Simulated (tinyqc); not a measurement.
Random telegraph noise from one oxide trap in a small MOSFET: two steps of the calculation.

An acceptor-like trap exchanges electrons with the channel. Inversion charge Q = Cox u, u = n Vt W0(exp((Vg - VT)/(n Vt))), W0 the Lambert function, n = nf, Cox = eps0 eox/tox; linear regime Id = (W/L) mu Q Vd. Relative to threshold the surface potential rises by Vt ln(u/u0) and the oxide voltage by the rest of Vg - VT, with u0 = n Vt W0(1).

Inputs (values chosen for the exercise); values of the order met in silicon transistors:
- T = 200 K (temperature)
- eox = 3.9 (relative permittivity of the gate insulator (close to silicon dioxide))
- tox = 2.5 nm (insulator thickness)
- xt = 0.52 nm (depth of the trap from the channel interface)
- E0 = 0.14 eV (trap level above the channel Fermi level at threshold)
- s0 = 9e-17 cm^2 (capture prefactor)
- EB = 0.2 eV (capture barrier (lattice relaxation))
- lt = 0.12 nm (tunnelling decay length)
- vth = 1.2e7 cm/s (thermal velocity)
- zi = 2.4 nm (thickness of the inversion layer)
- VT = 0.51 V (threshold voltage)
- nf = 1.33 (body factor)
- W = 35 nm (gate width)
- L = 94 nm (gate length)
- mu = 230 cm^2/(V s) (mobility)
- asc = 1.6e-15 V s (scattering coefficient of the charged trap)
- Vd = 0.02 V (drain voltage)
- Vg = 0.94 V (gate voltage)

Constants: q = 1.602176634e-19 C, kB = 1.380649e-23 J/K, Vt = kB T/q, eps0 = 8.8541878128e-14 F/cm where lengths are in cm. Results are converted to the units shown.

Problem 1. Trap level, time constants and occupancy. N = Cox u/q; dpsi = Vt ln(u/u0); E = E0 - dpsi - (xt/tox)(Vg - VT - dpsi); capture time tc = 1/[(N/zi) vth s0 exp(-xt/lt - EB/Vt)]; emission time te = tc exp(-E/Vt); occupancy te/(tc + te).

Give: u; N; dpsi; E; tc; te; occupancy.

Solution 1.

u = 0.36646 V
N = 3.1593e12 cm^-2
dpsi = 0.057546 V
E = 0.0049839 eV
tc = 5.8737e-4 s
te = 4.3987e-4 s
occupancy = 0.42820

The trap lies 0.29 Vt above the Fermi level, so it is filled 42.8 % of the time.

Problem 2. Step height. A = W L; threshold step dV = q (1 - xt/tox)/(Cox A); gm/Id = 1/(u + n Vt); relative step dI/I = (gm/Id) dV + asc mu/A. Id as defined.

u = 0.36646451 V
N = 3.1593290e12 cm^-2

Give: electrons in the channel N A; dV; gm/Id; number part of dI/I; dI/I; Id; dI.

Solution 2.

electrons in the channel N A = 103.9
dV = 2.792 mV
gm/Id = 2.568 1/V
number part of dI/I = 0.7171 %
dI/I = 1.836 %
Id = 0.8670 uA
dI = 15.91 nA

Range of the model: VT is taken as given; short-channel effects and the uneven flow of current among few electrons are left out.

Computed by the program tinyqc: `OMP_NUM_THREADS=1 python tinyqc.py 2710143 2710144 out.jsonl`, one thread of a shared Intel Xeon 2.30GHz, about 0.01 s for the whole run.
